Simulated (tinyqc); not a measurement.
Inside a calculation. Method: Pariser-Parr-Pople SCF with singles CI, for the molecule O=c1cccccc1 (SMILES; centres numbered as the heavy atoms are written). One step of it, computed by the program tinyqc.

Question. Iteration 1: orbitals and new P. Diagonalise F (the basis is taken as orthonormal) and form P = 2 sum c c over the lowest orbitals.

F (eV):
```
           1O         2C         3C         4C         5C         6C         7C         8C
1O  -8.902641  -4.467358   0.342653   0.454717  -0.264900  -0.264900   0.454717   0.342653
2C  -4.467358  -5.174078  -3.319281  -0.074811   0.150436   0.150436  -0.074811  -3.319281
3C   0.342653  -3.319281  -5.629154  -4.196981  -0.110717   0.533632   0.164540  -0.465118
4C   0.454717  -0.074811  -4.196981  -5.996453  -3.565917  -0.094310   0.198106   0.164540
5C  -0.264900   0.150436  -0.110717  -3.565917  -6.114302  -4.118563  -0.094310   0.533632
6C  -0.264900   0.150436   0.533632  -0.094310  -4.118563  -6.114302  -3.565917  -0.110717
7C   0.454717  -0.074811   0.164540   0.198106  -0.094310  -3.565917  -5.996453  -4.196981
8C   0.342653  -3.319281  -0.465118   0.164540   0.533632  -0.110717  -4.196981  -5.629154
```

pi electrons, sum of z_r less the charge = 8

Give: orbital energies; P after iteration 1.

Answer.

orbital energies (eV): -13.513  -12.197  -11.112  -9.347  -2.854  -2.506  0.612  1.360

P after iteration 1:
```
        1O      2C      3C      4C      5C      6C      7C      8C
1O   1.529   0.709  -0.152  -0.244   0.161   0.161  -0.244  -0.152
2C   0.709   0.801   0.445   0.117  -0.132  -0.132   0.117   0.445
3C  -0.152   0.445   0.932   0.771   0.059  -0.320  -0.096   0.255
4C  -0.244   0.117   0.771   0.945   0.538   0.053  -0.166  -0.096
5C   0.161  -0.132   0.059   0.538   0.958   0.747   0.053  -0.320
6C   0.161  -0.132  -0.320   0.053   0.747   0.958   0.538   0.059
7C  -0.244   0.117  -0.096  -0.166   0.053   0.538   0.945   0.771
8C  -0.152   0.445   0.255  -0.096  -0.320   0.059   0.771   0.932
```
